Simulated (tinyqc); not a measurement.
Full law against its linear and parabolic limits: Deal-Grove kinetics of thermal oxidation of silicon. Computed by tinyqc, a small Python program. Command: `OMP_NUM_THREADS=1 python tinyqc.py 3006276 3006277 out.jsonl oxide walk`. One thread of a shared host (Intel(R) Xeon(R) Processor @ 2.30GHz), about 0.06 s of CPU time with the checks.

Oxidant diffuses through the oxide and reacts at the interface, so that dx/dt = B/(A + 2x) for the oxide thickness x.

Inputs (values chosen for the exercise, close to those used for silicon):
```
quantity                       value    unit
prefactor B0                     682  um^2/h
activation energy E_B           1.24      eV
prefactor (B/A)0            5.47e+06    um/h
activation energy E_A           2.01      eV
temperature T                    800       C
oxidant pressure p               0.5     atm
pressure exponent m of B/A      0.77       -
initial oxide x_i               0.01      um
time t                           9.1       h
```

Ambient: dry oxygen. Surface: (111).

Constants: k_B = 8.617333262e-05 eV/K.

Method:
- B = B0 p exp(-E_B/(k_B T)), B/A = (B/A)0 p^m exp(-E_A/(k_B T)), p in atm; A = B/(B/A).
- Temperatures in kelvin are T(C) + 273.15.
- tau = (x_i^2 + A x_i)/B and x = (A/2) [sqrt(1 + 4 B (t + tau)/A^2) - 1], the root of x^2 + A x = B (t + tau).
- Silicon consumed is 0.44 times the oxide grown; the rate is B/(A + 2x).
- Linear limit x = (B/A)(t + tau); parabolic limit x = sqrt(B (t + tau)).

tau = 8.77083 h

length A = 0.439209 um

parabolic constant B = 5.12162e-04 um^2/h

linear constant B/A = 0.00116610 um/h

Thickness (um):
```
t (h)      full  linear limit  parabolic limit     2x/A
0.05   0.010056      0.010286          0.06721  0.04579
0.1    0.010112      0.010344          0.06740  0.04604
0.25   0.010279      0.010519          0.06797  0.04681
0.5    0.010557      0.010811          0.06891  0.04807
1      0.011113      0.011394          0.07074  0.05060
2      0.012220      0.012560          0.07427  0.05565
4      0.014419      0.014892          0.08087  0.06566
8      0.018756      0.019556          0.09268  0.08541
16     0.027201      0.028885          0.11264  0.12386
32     0.043278      0.047543          0.14450  0.19707
```

What follows from these numbers?

Both limits lie above the full result, since each drops one resistance. The linear law overshoots by 2.3 % in the first row and 9.9 % in the last, the parabolic law by 570 % and 230 %. The linear law is the better one in every row, as 2x/A stays below 1.24.
